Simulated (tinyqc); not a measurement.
Inside a calculation. Method: ROHF in the sto-3g basis, for BeH, spin multiplicity 2. One step of it, computed by the program tinyqc.

Problem. Iteration 1: diagonalisation and new density. Diagonalise F' = X^T F X, C = X C', fill 3 alpha and 2 beta electrons from the bottom; D(s) = C_occ C_occ^T. Each column has its largest component positive (the first on a tie).

effective F (hartree), order 1Be 1s, 1Be 2s, 1Be 2px, 1Be 2py, 1Be 2pz, 2H 1s:
$$\begin{pmatrix}
-4.207733 & -1.212310 & 0.000000 & 0.000000 & 0.013950 & -0.137338 \\
-1.212310 & -0.410873 & 0.000000 & 0.000000 & -0.163394 & -0.239837 \\
0.000000 & 0.000000 & 0.354157 & 0.013992 & 0.000000 & 0.000000 \\
0.000000 & 0.000000 & 0.013992 & 0.192251 & 0.000000 & 0.000000 \\
0.013950 & -0.163394 & 0.000000 & 0.000000 & 0.164434 & -0.195242 \\
-0.137338 & -0.239837 & 0.000000 & 0.000000 & -0.195242 & -0.140442
\end{pmatrix}$$

X, order 1Be 1s, 1Be 2s, 1Be 2px, 1Be 2py, 1Be 2pz, 2H 1s:
$$\begin{pmatrix}
1.027477 & -0.141605 & 0.000000 & 0.000000 & -0.007498 & 0.021093 \\
-0.141605 & 1.072262 & 0.000000 & 0.000000 & 0.056639 & -0.187009 \\
0.000000 & 0.000000 & 1.000000 & 0.000000 & 0.000000 & 0.000000 \\
0.000000 & 0.000000 & 0.000000 & 1.000000 & 0.000000 & 0.000000 \\
-0.007498 & 0.056639 & 0.000000 & 0.000000 & 1.070220 & -0.232973 \\
0.021093 & -0.187009 & 0.000000 & 0.000000 & -0.232973 & 1.113940
\end{pmatrix}$$

Give: F' = X^T F X; orbital energies; coefficients C; D(alpha) after iteration 1; D(beta) after iteration 1.

Solution.

F' = X^T F X (hartree):
$$\begin{pmatrix}
-4.103 & -0.667 & 0.000 & 0.000 & 0.023 & 0.007 \\
-0.667 & -0.120 & 0.000 & 0.000 & -0.097 & -0.188 \\
0.000 & 0.000 & 0.354 & 0.014 & 0.000 & 0.000 \\
0.000 & 0.000 & 0.014 & 0.192 & 0.000 & 0.000 \\
0.023 & -0.097 & 0.000 & 0.000 & 0.263 & -0.235 \\
0.007 & -0.188 & 0.000 & 0.000 & -0.235 & 0.008
\end{pmatrix}$$

orbital energies (hartree): MO1 -4.212, MO2 -0.291, MO3 0.148, MO4 0.191, MO5 0.355, MO6 0.403

coefficients C, order 1Be 1s, 1Be 2s, 1Be 2px, 1Be 2py, 1Be 2pz, 2H 1s:
$$\begin{pmatrix}
0.991 & -0.176 & -0.249 & 0.000 & 0.000 & -0.023 \\
0.032 & 0.546 & 0.937 & 0.000 & 0.000 & 0.178 \\
0.000 & 0.000 & 0.000 & -0.085 & 0.996 & 0.000 \\
0.000 & 0.000 & 0.000 & 0.996 & 0.085 & 0.000 \\
-0.001 & 0.302 & -0.196 & 0.000 & 0.000 & 1.036 \\
-0.003 & 0.562 & -0.631 & 0.000 & 0.000 & -0.785
\end{pmatrix}$$

D(alpha) after iteration 1, order 1Be 1s, 1Be 2s, 1Be 2px, 1Be 2py, 1Be 2pz, 2H 1s:
$$\begin{pmatrix}
1.076 & -0.298 & 0.000 & 0.000 & -0.005 & 0.056 \\
-0.298 & 1.176 & 0.000 & 0.000 & -0.019 & -0.285 \\
0.000 & 0.000 & 0.000 & 0.000 & 0.000 & 0.000 \\
0.000 & 0.000 & 0.000 & 0.000 & 0.000 & 0.000 \\
-0.005 & -0.019 & 0.000 & 0.000 & 0.130 & 0.294 \\
0.056 & -0.285 & 0.000 & 0.000 & 0.294 & 0.714
\end{pmatrix}$$

D(beta) after iteration 1, order 1Be 1s, 1Be 2s, 1Be 2px, 1Be 2py, 1Be 2pz, 2H 1s:
$$\begin{pmatrix}
1.014 & -0.064 & 0.000 & 0.000 & -0.054 & -0.102 \\
-0.064 & 0.299 & 0.000 & 0.000 & 0.165 & 0.306 \\
0.000 & 0.000 & 0.000 & 0.000 & 0.000 & 0.000 \\
0.000 & 0.000 & 0.000 & 0.000 & 0.000 & 0.000 \\
-0.054 & 0.165 & 0.000 & 0.000 & 0.091 & 0.170 \\
-0.102 & 0.306 & 0.000 & 0.000 & 0.170 & 0.316
\end{pmatrix}$$
